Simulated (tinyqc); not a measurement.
Short-channel transistor, virtual-source model with series resistance: one step of the calculation.

The current per gate width is the charge at the top of the source barrier (the virtual source) times its velocity times a saturation function; al and be are fitting constants of the model. Units: I in uA/um, Rs in ohm um, so I Rs = 1e-6 I Rs in volts; Q in uC/cm^2, so I = 1e-4 Q vx0 Fsat with vx0 in cm/s.

Question. Current through the series resistance. Intrinsic voltages Vg' = Vgs - I Rs, Vd' = Vds - 2 I Rs. n = n0 + nd Vd', VT = VT0 - dl Vd', Ff = 1/(1 + exp((Vg' - VT + al Vt/2)/(al Vt))), Q = Cinv n Vt ln(1 + exp((Vg' - VT + al Vt Ff)/(n Vt))), Vdsat = (vx0 L/mu)(1 - Ff) + Vt Ff, Fsat = u/(1 + u^be)^(1/be) with u = Vd'/Vdsat, and I(out) = Q vx0 Fsat per width. (Fsat takes the sign of u.) I(new) = I(out).

Inputs (values chosen for the exercise):
- T = 300 K (temperature)
- Cinv = 3.11 uF/cm^2 (inversion capacitance)
- vx0 = 1.49e7 cm/s (velocity at the virtual source)
- mu = 130 cm^2/(V s) (apparent mobility)
- L = 65 nm (channel length)
- VT0 = 0.43 V (threshold at zero drain voltage)
- dl = 0.141 V/V (drain-induced barrier lowering)
- n0 = 1.2 (subthreshold factor)
- nd = 0 1/V (growth of n with drain voltage)
- al = 3.5 (threshold shift (in units of Vt) from weak to strong inversion)
- be = 1.6 (sharpness of saturation)
- Rs = 250 ohm um (series resistance of each contact)
- Vgs = 1.2 V (gate voltage)
- Vds = 0.1 V (drain voltage)

Constants: q = 1.602176634e-19 C, kB = 1.380649e-23 J/K, Vt = kB T/q. Results are converted to the units shown.

I after iteration 1 = 475.88647 uA/um

Find: Vg'; Vd'; VT; Ff; Q; Vdsat; Fsat; I(out); I after iteration 2.

Answer.

Vg' = 1.0810 V
Vd' = -0.13794 V
VT = 0.44945 V
Ff = 5.6385e-4
Q = 1.9644 uC/cm^2
Vdsat = 0.74459 V
Fsat = -0.17786
I(out) = -520.59 uA/um
I after iteration 2 = -520.59 uA/um

Computed by the program tinyqc: `OMP_NUM_THREADS=1 python tinyqc.py 2380055 2380056 out.jsonl`, one thread of a shared Intel Xeon 2.30GHz, about 0.01 s for the whole run.
